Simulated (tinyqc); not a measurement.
Inside a calculation. Model: p-n junction with a stepped n side, non-linear Poisson equation by Newton steps.

Computed by the program tinyqc: `OMP_NUM_THREADS=1 python tinyqc.py 2000140 2000141 out.jsonl`, one thread of a shared Intel Xeon 2.30GHz, about 0.02 s for the whole run. Printed values are rounded; ~0 in a residual or rate marks an entry under 1e-11 of the largest of its column.

One dimension, p side on the left, n side on the right; net doping C = -Na for x < 0, +N1 for 0 < x < L1 and +Nd beyond. The potential psi is counted from the intrinsic level, and the quasi-Fermi potentials are flat: 0 for holes and -V for electrons, so n = ni exp((psi + V)/Vt) and p = ni exp(-psi/Vt) (Boltzmann statistics, full ionisation, no current).

Parameters, values chosen for the exercise; band and dielectric values those of a made-up semiconductor:
- T = 300 K (temperature)
- Eg = 1.27 eV (band gap)
- eps_r = 11.6 (relative permittivity)
- Nc = 3.58e19 cm^-3 (conduction-band density of states at T)
- Nv = 3.2e19 cm^-3 (valence-band density of states at T)
- Na = 6.6e17 cm^-3 (acceptor density of the p side)
- Nd = 4.9e15 cm^-3 (donor density of the n side)
- V = 0 V (bias of the p side against the n side)
- L1 = 210 nm (width of the first n layer)
- N1 = 1.5e16 cm^-3 (donor density of the first n layer)

Constants: q = 1.602176634e-19 C, kB = 1.380649e-23 J/K, Vt = kB T/q, eps0 = 8.8541878128e-14 F/cm where lengths are in cm. Results are converted to the units shown.

## Intrinsic density, end potentials and Debye lengths

ni = sqrt(Nc Nv) exp(-Eg/(2 Vt)), Eg in volts; psi_p = -Vt ln(Na/ni), psi_n = Vt ln(Nd/ni) - V; Debye length sqrt(eps0 eps_r Vt/(q N)).

ni = 7.27756e8 cm^-3
psi_p = -0.533211 V
psi_n = 0.406459 V
Debye length, p side = 5.01099 nm
Debye length, n side = 58.1564 nm

## Net doping on the mesh

```
node,x (nm)
0,-81.2
1,-56.1
2,-35.6
3,-19
4,-5.5
5,5.5
6,25
7,59.5
8,120
9,229
10,420
11,759
12,1360
```

C = -Na for x < 0, +N1 for 0 < x < L1 and +Nd beyond, taken at the nodes.

```
node,net doping C (cm^-3)
0,-6.6e17
1,-6.6e17
2,-6.6e17
3,-6.6e17
4,-6.6e17
5,1.5e16
6,1.5e16
7,1.5e16
8,1.5e16
9,4.9e15
10,4.9e15
11,4.9e15
12,4.9e15
```

## Couplings between neighbouring nodes

a_i = eps0 eps_r/h_i for the interval from node i to i + 1, with h_i = x_(i+1) - x_i in cm.

```
interval,coupling a_i (F/cm^2)
0,4.09198e-7
1,5.01017e-7
2,6.18726e-7
3,7.60804e-7
4,9.33714e-7
5,5.26711e-7
6,2.97706e-7
7,1.69766e-7
8,9.42281e-8
9,5.37741e-8
10,3.02975e-8
11,1.70896e-8
```

## Starting potential

The parabolas of an abrupt Na-Nd junction in the depletion approximation: psi_p + q Na (x + xp)^2/(2 eps0 eps_r) for -xp < x < 0, psi_n - q Nd (xn - x)^2/(2 eps0 eps_r) for 0 < x < xn, flat outside, with W = sqrt(2 eps0 eps_r (psi_n - psi_p)(1/Na + 1/Nd)/q), xp = W Nd/(Na + Nd), xn = W Na/(Na + Nd), psi_p = -Vt ln(Na/ni), psi_n = Vt ln(Nd/ni) - V.

```
node,psi at the start (V)
0,-0.533211
1,-0.533211
2,-0.533211
3,-0.533211
4,-0.533211
5,-0.505633
6,-0.434272
7,-0.315137
8,-0.128186
9,0.138026
10,0.385518
11,0.406459
12,0.406459
```

## Iteration 1: densities, residual and Jacobian diagonal

n_i = ni exp((psi_i + V)/Vt), p_i = ni exp(-psi_i/Vt), rho_i = p_i - n_i + C_i, g_i = (n_i + p_i)/Vt. Box widths w_i = (h_(i-1) + h_i)/2 in cm. Residual F_i = a_i (psi_(i+1) - psi_i) - a_(i-1) (psi_i - psi_(i-1)) + q rho_i w_i; Jacobian: a_(i-1) and a_i beside the diagonal, b_i = -a_(i-1) - a_i - q g_i w_i on it. The two end nodes are fixed.

```
node,n (cm^-3),p (cm^-3)
0,0.802469,6.6e17
1,0.802469,6.6e17
2,0.802469,6.6e17
3,0.802469,6.6e17
4,0.802469,6.6e17
5,2.33194,2.27119e17
6,36.8585,1.43693e16
7,3697.55,1.43238e14
8,5.11168e6,1.03612e11
9,1.51610e11,3.49336e6
10,2.17973e15,242.979
11,4.9e15,108.088
12,4.9e15,108.088
```

```
node,residual F (C/cm^2),diagonal b (F/cm^2)
1,~0,-1.02362e-5
2,~0,-8.70734e-6
3,~0,-7.53550e-6
4,2.57500e-8,-6.70519e-6
5,7.09943e-8,-3.60697e-6
6,1.05851e-8,-1.06486e-6
7,7.79545e-9,-4.71689e-7
8,1.37144e-8,-2.64000e-7
9,-3.64351e-13,-1.48016e-7
10,-1.12456e-9,-4.42057e-7
11,-6.34459e-10,-1.47467e-6
```

## Iteration 1: Newton step

Solve the tridiagonal system a_(i-1) d_(i-1) + b_i d_i + a_i d_(i+1) = -F_i for nodes 1 to 11, with d = 0 on fixed nodes. The full step is added.

```
node,"Newton step d (V)"
1,0.000003
2,0.000059
3,0.000821
4,0.008085
5,0.029815
6,0.055053
7,0.108615
8,0.159320
9,0.105138
10,0.010231
11,-0.000220
```

```
node,psi after iteration 1 (V)
0,-0.533211
1,-0.533209
2,-0.533153
3,-0.532390
4,-0.525126
5,-0.475819
6,-0.379219
7,-0.206523
8,0.031134
9,0.243165
10,0.395749
11,0.406239
12,0.406459
```

## Course of the Newton iteration

Stop when the largest undamped |d| is below 1e-9 V, or after 80 iterations.

Course of the iteration:
```
iteration,largest |F| (C/cm^2),largest |d| (V),at node
1,7.10e-8,0.159,8
2,2.60e-8,0.0347,6
3,5.25e-9,6.17e-3,6
4,1.64e-10,1.98e-4,5
5,2.84e-13,2.36e-7,5
6,7.08e-19,3.99e-13,5
```

Converged in 6 iterations. Once the step is below 0.1 Vt, 2 more iteration(s) reach the threshold: near the solution the error is roughly squared each time.

## Converged densities, field and charge

```
node,converged psi (V)
0,-0.533211
1,-0.533206
2,-0.533101
3,-0.531667
4,-0.518371
5,-0.446946
6,-0.338170
7,-0.168022
8,0.063107
9,0.263369
10,0.396162
11,0.406247
12,0.406459
```

n and p as above; field E_i = -(psi_(i+1) - psi_i)/h_i on each interval; charge on either side of the peak Q = eps0 eps_r |E|max (Gauss).

```
node,n (cm^-3),p (cm^-3)
0,0.802469,6.6e17
1,0.802636,6.59862e17
2,0.805898,6.57191e17
3,0.851865,6.21729e17
4,1.42472,3.71742e17
5,22.5749,2.34610e16
6,1517.01,3.49127e14
7,1.09480e6,4.83767e11
8,8.35872e9,6.33625e7
9,1.93373e13,27389.0
10,3.29010e15,160.976
11,4.85991e15,108.979
12,4.9e15,108.088
```

```
interval,field E (kV/cm)
0,-0.0022
1,-0.0511
2,-0.8639
3,-9.8487
4,-64.9322
5,-55.7828
6,-49.3180
7,-38.2032
8,-18.3727
9,-6.9525
10,-0.2975
11,-0.0035
```

peak |E| = 64.9322 kV/cm
charge Q = 66.6910 nC/cm^2

A mesh of more than 1000 nodes gives a peak field of 68.79 kV/cm; the 13-node value is 5.6 % below it.
